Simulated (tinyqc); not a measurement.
Type-II superlattice in the two-band Kane model, step by step. Values are carried at full precision from step to step, so a last printed digit may differ when a step is redone from the rounded ones.

Motion along the axis, period d = a + b, c = hbar^2/2m0. Conduction and light-hole bands couple: (E - Ec)(E - Ev) = Ep c k^2 in each layer, with mass m(E) = (E - Ev)/Ep, which may be negative. The conduction envelope psi and psi'/m(E) are continuous; a layer carries them by [[cos kt, (m/k) sin kt], [-(k/m) sin kt, cos kt]] (cosh and sinh for k^2 < 0), and cos(q d) = tr(M_B M_A)/2. C1 is the first miniband above EvB, with its bottom at tr/2 = +1 and its top at -1; the gap is the bottom of C1 less the top heavy-hole level HH1.

Constants: hbar^2/2m0 = 3.80998211 eV angstrom^2; hc = 1239.841984 eV nm.

Inputs chosen for the exercise (near those of an InAs/GaSb superlattice; shifted at random, so the results belong to these values and not to a real crystal):
- a = 35 angstrom (layer A)
- b = 41 angstrom (layer B)
- EcA = 0 eV (conduction edge of A)
- EvA = -0.417 eV (valence edge of A)
- EcB = 0.981 eV (conduction edge of B)
- EvB = 0.153 eV (valence edge of B)
- EpA = 14.1 eV (coupling energy in A)
- EpB = 17.9 eV (coupling energy in B)
- E = 0.26 eV (trial energy)
- mhA = 0.35 m0 (heavy hole in A)
- mhB = 0.27 m0 (heavy hole in B)

## Wave numbers and masses at one energy

Give k^2 and m(E) in both layers.

Layers:
```
layer  k^2 (1/angstrom^2)  m(E) (m0)
A               0.0032766    0.04801
B              -0.0011312    0.00598
```

In B the decay constant is 0.0336 1/angstrom; across the gap of B it peaks at mid-gap, at 0.0501, and vanishes at both edges.

## Transfer matrices

Form M_A, M_B and half the trace of their product.

M_A (angstrom units):
$$\begin{pmatrix}
-0.41928 & 0.76151 \\
-1.0823 & -0.41928
\end{pmatrix}$$

M_B (angstrom units):
$$\begin{pmatrix}
2.1113 & 0.33049 \\
10.462 & 2.1113
\end{pmatrix}$$

tr/2 = 2.9196

E lies in a gap of the coupled bands.

## Edges and effective gap

Heavy holes are uncoupled: with e = EvB - E, p = sqrt(mhB e/c), w = sqrt(mhA (EvB - EvA - e)/c), the top level HH1 at q = 0 solves (p/mhB) tan(p b/2) = (w/mhA) tanh(w a/2).

C1 is the first miniband above EvB: bottom at tr/2 = +1, top at -1. The gap is its bottom less HH1; cut-off wavelength hc/gap.

bottom of C1 = 0.3205 eV
top of C1 = 0.3774 eV
HH1 = 0.1023 eV
gap = 0.2182 eV
cut-off = 5.68 micrometre

The bulk edges overlap by 153 meV; confinement lifts the electrons by 321 meV and lowers the holes by 51 meV, which opens the gap. It is 0.52 of the smaller bulk gap.

## Electron mass along the axis

m_z = -2 c f'/d^2 with f = tr/2 differentiated at the bottom of C1 (central difference of 1e-6 eV); compare the bulk edge mass (EcA - EvA)/EpA.

f' = -34.76 1/eV
m_z = 0.0459 m0
bulk edge mass of A = 0.0296 m0

## Checks

- Bottom of C1 from the two-band matrix on a staggered grid of 0.5 angstrom against the transfer matrix, eV: both 0.321.

Program tinyqc; command `OMP_NUM_THREADS=1 python tinyqc.py 1281999 1282000 out.jsonl`; about 0.07 s on one thread of a shared Intel(R) Xeon(R) Processor @ 2.30GHz.
